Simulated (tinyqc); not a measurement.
What moves the results: hole subbands of a hard-walled well, four-band Luttinger model. A value that a table varies takes the place of the one given here.

Hole energies are counted downwards from the unstrained band edge, c = hbar^2/2m0. After the usual block transformation one block is H = [[P + Q - Zs, R - i S], [R + i S, P - Q + Zs]] in (heavy, light), with P +/- Q = c [(g1 +/- g2) k^2 + (g1 -/+ 2 g2) kz^2], R = sqrt(3) c gR k^2, S = 2 sqrt(3) c g3 k kz, kz = -i d/dz; axial approximation gR = (g2 + g3)/2. Zs = b (e_par - e_perp) is the shear part of the strain (the hydrostatic part shifts all levels alike and is left out). Basis sqrt(2/L) sin(n pi z/L), n = 1 to N, for each component: kz^2 gives (n pi/L)^2 and the heavy-light block is R delta_nm - 2 sqrt(3) c g3 k D_nm with D_nm = 4 n m/(L (n^2 - m^2)) for n + m odd, 0 otherwise. The other block has the same levels. The split-off band is left out, a severe simplification for a spin-orbit splitting near 0.04 eV.

Constants: hbar^2/2m0 = 3.80998211 eV angstrom^2.

Inputs chosen for the exercise (near those of Si; not measured data):

| symbol | value | unit | meaning |
|---|---|---|---|
| g1 | 4.31 |  | Luttinger gamma1 |
| g2 | 0.34 |  | gamma2 |
| g3 | 1.45 |  | gamma3 |
| L | 70 | angstrom | well width along [001] |
| k | 0.0705 | 1/angstrom | wave vector in the plane |
| Zlist | (-0.0157, -0.0115, -0.0053, -0.0034, 0, 0.0062, 0.0186) | eV | shear strain energies (negative: tension in the plane, for b < 0) |

## Which coupling does what

shear strain energy Zs = 0.051224 eV
N = 20, at the given k. Diagonal: R = S = 0. Along [100] and [110] gR is g2 and g3 instead of their mean.

Hole energies (meV):

| model | E1 | E2 | E3 | E4 |
|---|---|---|---|---|
| diagonal | 64.69 | 148.26 | 164.70 | 279.58 |
| R alone | 56.71 | 142.00 | 172.68 | 282.96 |
| S alone | 50.59 | 88.78 | 179.97 | 189.69 |
| axial | 43.45 | 86.83 | 179.24 | 194.10 |
| [100] | 49.49 | 88.54 | 179.88 | 190.33 |
| [110] | 33.49 | 82.75 | 177.63 | 201.06 |

The couplings move E1 by -21.23 meV: R alone by -7.98, S alone by -14.10, so S matters more at k L/pi = 1.57 (R grows as k^2 and joins equal n, S as k and joins n of opposite parity). Warping spreads E1 by 16.00 meV between [100] and [110], the hole being heavier along [110]; the axial value lies between them.

## Strain

N = 20. dE is the rise of the top subband from k = 0 to k1 = pi/(4L), m1 = c k1^2/dE (dash if dE is not positive), and the heavy weight is taken at k = pi/L.

Top subband:

| Zs (eV) | HH1 (meV) | LH1 (meV) | dE (meV) | heavy weight | m1 (m0) |
|---|---|---|---|---|---|
| -0.0157 | 43.6 | 22.6 | 1.210 | 0.172 | 0.396 |
| -0.0115 | 39.4 | 26.8 | 1.138 | 0.228 | 0.421 |
| -0.0053 | 33.2 | 33.0 | 0.617 | 0.371 | 0.777 |
| -0.0034 | 31.3 | 34.9 | 1.472 | 0.431 | 0.326 |
| 0.0000 | 27.9 | 38.3 | 1.615 | 0.551 | 0.297 |
| 0.0062 | 21.7 | 44.5 | 1.695 | 0.739 | 0.283 |
| 0.0186 | 9.3 | 56.9 | 1.783 | 0.894 | 0.269 |

HH1 and LH1 cross at Zs = -2 c g2 (pi/L)^2 = -0.0052 eV; for more negative Zs the light hole is on top. Among the rows with HH1 on top, m1 goes from 0.326 to 0.269 m0 as the splitting widens from 4 to 48 meV, against the unmixed 1/(g1 + g2) = 0.215: compression lightens the holes here. m1 describes the neighbourhood of k = 0 only; where HH1 and LH1 lie close, the band may peak further out.

## Size of the sine basis

The four lowest hole energies at the given k for growing N.

Hole energies (meV):

| N | E1 | E2 | E3 | E4 |
|---|---|---|---|---|
| 2 | 45.652 | 103.809 | 210.885 | 296.873 |
| 3 | 43.841 | 88.532 | 200.653 | 201.610 |
| 4 | 43.745 | 87.774 | 181.195 | 195.040 |
| 6 | 43.542 | 87.095 | 179.791 | 194.363 |
| 10 | 43.471 | 86.881 | 179.354 | 194.152 |
| 20 | 43.454 | 86.829 | 179.243 | 194.098 |
| 40 | 43.451 | 86.823 | 179.228 | 194.091 |
| 80 | 43.451 | 86.822 | 179.226 | 194.090 |

Is N = 3 enough for 1 meV in the two lowest levels?

No: against N = 80, N = 3 errs by up to 1.71 meV in E1 and E2, always upwards, as a variational basis must. Both are within 0.1 meV of N = 80 from N = 10 on; N = 40 and N = 80 differ by 8.4e-04 meV at most.

(tinyqc, `OMP_NUM_THREADS=1 python tinyqc.py 1250516 1250517 out.jsonl`, Intel(R) Xeon(R) Processor @ 2.30GHz, 1 thread, shared host, about 0.5 s.)
